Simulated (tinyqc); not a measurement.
What each parameter does: coherent potential approximation for a binary alloy with a semi-elliptic band.

Site levels eA = -x d (share 1 - x) and eB = (1 - x) d (share x), so that their mean, the virtual crystal, is 0. Pure band: G0(z) = 2 (z - sqrt(z - W) sqrt(z + W))/W^2 with principal roots, density -Im G/pi per site. The medium has a self-energy S(z), G = G0(z - S), z = E + i eta. t_i = (e_i - S)/(1 - (e_i - S) G); the CPA demands <t> = (1 - x) tA + x tB = 0. Iteration: start at S = 0, set S(new) = S + <t>/(1 + <t> G), stop when |<t>| < 1e-9 eV.

Values chosen for the exercise:
```
symbol  value  unit  meaning
W       3.4    eV    half width of the pure band
x       0.41         fraction of B
d       0.58   eV    eB - eA
eta     0.068  eV    broadening
E       -1.6   eV    energy
```

Converged values at E. Each row changes one parameter from the base and keeps the others.

Results:
```
case            Re S (eV)  Im S (eV)  density (1/eV)
base              -0.0239    -0.0386          0.1602
W = 3.74 eV       -0.0200    -0.0365          0.1496
x = 0.46          -0.0239    -0.0410          0.1600
d = 0.638 eV      -0.0292    -0.0463          0.1599
eta = 0.136 eV    -0.0233    -0.0378          0.1567
E = -1.26 eV      -0.0199    -0.0414          0.1684
```

The largest shifts from the base row, up to three for each result and ties (the steps differ in size, so this ranks the rows, not the parameters). Re S (eV): d -0.0053, E +0.0041, W +0.0039; unchanged at the printed digits by x. Im S (eV): d -0.0077, E -0.0028, x -0.0024. density (1/eV): W -0.0106, E +0.0083, eta -0.0035.

(tinyqc, `OMP_NUM_THREADS=1 python tinyqc.py 1480211 1480212 out.jsonl`, Intel(R) Xeon(R) Processor @ 2.30GHz, 1 thread, shared host, about 0.01 s.)
